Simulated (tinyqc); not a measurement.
Hydrogenic impurity: series, fields, screening, photoionisation and donor-acceptor pairs: one step, computed by the program tinyqc.

One isotropic, parabolic band. Effective units: Ry* and a*, in which H = -nabla^2 - 2/r.

Question. Effective units and the series. Ry* = Ry m/eps^2, a* = a_0 eps/m; level n is bound by Ry*/n^2; <r> = (3/2) a* in 1s; lines 1s -> np at Ry* (1 - 1/n^2); 1 THz = 4.135667696 meV.

Inputs (values chosen for the exercise, modelled on beta-Ga2O3): electron mass m = 0.28 m_0; dielectric constant eps = 10.2.

Parts treated: screening and pairs.

Constants: Ry = 13.605693123 eV; a_0 = 0.529177210903 angstrom; h x 1 THz = 4.135667696 meV.

Give: Ry*; a*; <r> of 1s; Series.

Answer.

Ry* = 36.62 meV

a* = 19.28 angstrom

<r> of 1s = 28.92 angstrom

Series:
```
n  binding (meV)  line from 1s (meV)  line (THz)
2          9.154               27.46       6.640
3          4.069               32.55       7.870
4          2.289               34.33       8.300
5          1.465               35.15       8.500
```
